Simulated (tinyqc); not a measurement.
# Inputs raised by 2 %, one at a time

Model: implant damage, amorphisation by cascade overlap, and solid-phase epitaxial regrowth. Computed by tinyqc, a small Python program. Command: `OMP_NUM_THREADS=1 python tinyqc.py 3113505 3113506 out.jsonl sper sens`. One thread of a shared host (Intel(R) Xeon(R) Processor @ 2.30GHz), about 0.02 s of CPU time with the checks.

Range and width of the damage are inputs. Dynamic annealing enters only through the surviving share f.

Inputs (values chosen for the exercise, modelled on fluorine ions in silicon): atomic density N = 49.9 1/nm^3; ion Z1 = 9; ion mass M1 = 19 u; target Z2 = 14; target mass M2 = 28.09 u; ion energy E = 11 keV; displacement energy E_d = 13 eV; depth of the damage peak R_d = 11 nm; width of the damage profile s_d = 6.7 nm; share of defects that survive f = 0.49; critical displaced share x_c = 0.19; dose Q = 2.2e+14 1/cm^2; regrowth prefactor v0 = 4.3e+15 nm/s; regrowth energy E_a = 2.68 eV; anneal temperature = 532 C; rate relative to (100) = 1; peak enhancement by the dopant = 12; ramp rate = 25 K/s.

Constants: a_0 = 0.529177210903 angstrom; e^2/(4 pi eps_0) = 14.39964548 eV angstrom; k_B = 8.617333262e-05 eV/K.

Method:
- Robinson partition: eps = E a M2/(Z1 Z2 (e^2/(4 pi eps_0)) (M1 + M2)), a = 0.8853 a_0/sqrt(Z1^(2/3) + Z2^(2/3)); k = 0.0793 Z1^(2/3) Z2^(1/2) (M1 + M2)^(3/2)/((Z1^(2/3) + Z2^(2/3))^(3/4) M1^(3/2) M2^(1/2)); damage energy T_d = E/(1 + k (eps + 0.40244 eps^(3/4) + 3.4008 eps^(1/6))); displacements nu = 0.8 T_d/(2 E_d).
- Displaced share x(z) = f nu Q exp(-(z - R_d)^2/(2 s_d^2))/(sqrt(2 pi) s_d N); the layer is amorphous where x > x_c, between R_d -/+ s_d sqrt(2 ln(x_max/x_c)), the upper edge being cut at the surface. Threshold dose Q_c = Q x_c/x_max.
- Displaced atoms per area beyond the lower edge z2: f nu Q (1/2) erfc((z2 - R_d)/(sqrt2 s_d)); they are not removed by regrowth.
- v = v0 x orientation factor x exp(-E_a/(k_B T)) x [1 + (enhancement - 1) exp(-(z - R_d)^2/(2 s_d^2))], T = anneal temperature + 273.15 K; the dopant is taken to follow the damage profile; the lower front moves from the lower edge z2 to the surface, or to the middle (z1 + z2)/2 of a buried layer with upper edge z1; time = int dz/v; the equivalent undoped distance is that time times the undoped velocity.
- On a linear ramp from 200 C regrowth ends at the T_f where int v_undoped dT/(ramp rate) equals the equivalent undoped distance.

Runs; columns: (1) input moved; (2) from; (3) to; (4) lower edge (nm); (5) displaced atoms beyond z2 (1/cm^2); (6) time with enhancement (s); (7) temperature at which regrowth ends (C):
```
(1)                                    (2)        (3)     (4)         (5)     (6)     (7)
base run                                 -          -  16.482  4.5980e+15   7.037  577.70
ion energy E (keV)                      11      11.22  16.622  4.5444e+15   7.257  578.38
depth of the damage peak R_d (nm)       11      11.22  16.702  4.5980e+15   7.037  577.70
share of defects that survive f       0.49     0.4998  16.642  4.5369e+15   7.289  578.47
dose Q (1/cm^2)                    2.2e+14  2.244e+14  16.642  4.5369e+15   7.289  578.47
regrowth energy E_a (eV)              2.68     2.7336  16.482  4.5980e+15  15.236  594.27
ramp rate (K/s)                         25       25.5  16.482  4.5980e+15   7.037  578.13
```

Exponents ln(y'/y) / ln(x'/x):
```
input                            lower edge  displaced atoms beyond z2  time with enhancement  temperature at which regrowth ends
ion energy E                          0.427                     -0.592                  1.558                               0.060
depth of the damage peak R_d          0.670                      0.000                  0.000                               0.000
share of defects that survive f       0.487                     -0.675                  1.776                               0.068
dose Q                                0.487                     -0.675                  1.776                               0.068
regrowth energy E_a                   0.000                      0.000                 39.011                               1.428
ramp rate                             0.000                      0.000                  0.000                               0.038
```

To which inputs is each result most sensitive?

Among the inputs moved here: lower edge answers most in size to depth of the damage peak R_d (exponent +0.670), next to share of defects that survive f (+0.487); its exponent is below 0.0005 for regrowth energy E_a, ramp rate. Displaced atoms beyond z2 answers most in size to dose Q (exponent -0.675), and about equally to share of defects that survive f (-0.675); its exponent is below 0.0005 for depth of the damage peak R_d, regrowth energy E_a, ramp rate. Time with enhancement answers most in size to regrowth energy E_a (exponent +39.011), next to dose Q (+1.776); its exponent is below 0.0005 for depth of the damage peak R_d, ramp rate. Temperature at which regrowth ends answers most in size to regrowth energy E_a (exponent +1.428), next to dose Q (+0.068); its exponent is below 0.0005 for depth of the damage peak R_d.

Extremes, crossings and ranges named in words are read from the listed rows.
